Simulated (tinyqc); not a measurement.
# Resistive memory cell, filament-gap model with Joule heating: the course of a set pulse

A tunnelling gap g separates the tip of a filament from the electrode. I = I0 exp(-g/g0) sinh(Vd/V0), with Vd = V - I Rs on the device; T = T0 + Rth Vd I at once; the gap closes as dg/dt = -nu exp(-q Ea/(kB T)) sinh(al q Vd/(kB T)). All constants are fitting values of a compact model.

For each gap Vd is solved self-consistently; the time to reach g is the integral of dg/|dg/dt| from g to gi.

Parameters, values chosen for the exercise:
```
symbol,value,unit,meaning
T0,358,K,ambient temperature
I0,0.42,mA,current scale
g0,0.32,nm,tunnelling length
V0,0.32,V,voltage scale
nu,1,m/s,attempt velocity
Ea,1.13,eV,activation energy
al,0.43,,barrier lowering per volt on the device
Rth,3.1e5,K/W,thermal resistance
Rs,500,ohm,series resistance
gi,1.5,nm,gap at the start
V,1.9,V,pulse voltage
```

Constants: q = 1.602176634e-19 C, kB = 1.380649e-23 J/K. Results are converted to the units shown.

The course of a set pulse:

| g (nm) | Vd (V) | I (uA) | T (K) | -dg/dt (nm/ns) | time (ns) |
|---|---|---|---|---|---|
| 1.36 | 1.645 | 510.9 | 618.5 | 1.792e-4 | 868.2 |
| 1.21 | 1.573 | 653.5 | 676.7 | 2.097e-4 | 1637 |
| 1.07 | 1.499 | 802.2 | 730.7 | 2.243e-4 | 2279 |
| 0.93 | 1.418 | 964.3 | 781.9 | 2.213e-4 | 2903 |
| 0.79 | 1.331 | 1138 | 827.6 | 2.008e-4 | 3563 |
| 0.64 | 1.232 | 1336 | 868.2 | 1.641e-4 | 4384 |
| 0.5 | 1.136 | 1529 | 896.2 | 1.231e-4 | 5364 |

What does the comparison show?

As the gap closes from 1.36 to 0.5 nm, the current rises from 511 to 1530 uA, Vd falls from 1.64 to 1.14 V, T rises from 618 to 896 K and the rate goes from 1.79e-4 through a maximum of 2.24e-4 (at g = 1.07 nm among the rows listed) to 1.23e-4 nm/ns. Heating first speeds the set up, then the series resistance takes the voltage away and slows it. The first row takes 16 % of the whole time.

Numbers from tinyqc (`OMP_NUM_THREADS=1 python tinyqc.py 2880146 2880147 out.jsonl`; about 0.1 s on one thread of a shared Intel Xeon 2.30GHz).
